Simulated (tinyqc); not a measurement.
Gupta-type many-body potential for a metal. Changing the decay q. Computed by tinyqc, a small Python program. Command: `OMP_NUM_THREADS=1 python tinyqc.py 3001839 3001840 out.jsonl gupta sweep`. One thread of a shared host (Intel(R) Xeon(R) Processor @ 2.30GHz), about 0.03 s of CPU time with the checks.

E_i = sum_j A exp(-p (r_ij/r0 - 1)) - xi rho_i^gamma, with rho_i = sum_j exp(-2 q (r_ij/r0 - 1)); gamma = 1/2 is the tight-binding second-moment form. The crystal is fcc unless stated; d is the neighbour distance and a fixed number of shells is kept.

Inputs (values chosen for the exercise, modelled on nickel):
```
quantity,value,unit
repulsion A,0.0363,eV
hopping xi,1.1,eV
decay p,17.5,-
reference distance r0,2.491,angstrom
shells kept,3,-
embedding exponent gamma,0.5,-
```

Surface: (111).

Constants: 1 eV/angstrom^3 = 160.2176634 GPa; 1 eV/angstrom^2 = 16.02176634 J/m^2.

Method:
- fcc shells: d sqrt(k), k = 1..5, with 12, 6, 24, 12, 24 atoms; Omega = d^3/sqrt2.
- Equilibrium: dE/dd = 0; B = d^2 E''(d)/(9 Omega).
- Repulsion and density of one neighbour in each shell, and their sums.
- Each neighbour j of the vacancy loses one repulsive term and one density term: E_v = sum_shells count x {-repulsion - xi [(rho - density)^gamma - rho^gamma]}. (The removed atom returns to a bulk-like site, so its own energy cancels.)
- Second derivatives of E/Omega at equilibrium under homogeneous strain: e_xx = h gives C11; e_xx = -e_yy = h gives 2 (C11 - C12); e_xy = e_yx = h/2 gives C44.
- Cut the crystal without relaxation; an atom in layer l keeps the neighbours that lie below the surface plane. Excess = E_i + E_c. Surface energy = sum of excesses over the layers, divided by the area per surface atom: (sqrt3/2) d^2 for (111), d^2 for (100), sqrt2 d^2 for (110).

One run for each value:
```
decay q,"ratio E_v/E_c, E_c = xi rho^gamma less the repulsive energy",Cauchy pressure C12 - C44 (GPa),bulk modulus B (GPa),surface energy (J/m^2)
1.00,0.4664,12.27,157.5,2.436
1.06,0.4645,13.37,162.8,2.366
1.12,0.4627,14.49,167.9,2.301
1.18,0.4609,15.64,172.9,2.238
1.24,0.4591,16.81,177.7,2.179
1.30,0.4573,18.00,182.4,2.123
1.36,0.4555,19.22,187.0,2.070
1.42,0.4538,20.46,191.6,2.020
```

Over the rows, ratio E_v/E_c, E_c = xi rho^gamma less the repulsive energy falls from 0.466 to 0.454 (exponent d ln y / d ln x -0.069 between the first rows and -0.089 between the last); Cauchy pressure C12 - C44 (GPa) rises from 12.3 to 20.5 (exponent d ln y / d ln x about 1.5 throughout); bulk modulus B (GPa) rises from 157 to 192 (exponent d ln y / d ln x about 0.56 throughout). A larger q/p makes repulsion and band term cancel more closely, so the many-body part weighs more: vacancies get cheaper relative to E_c and the Cauchy pressure grows.
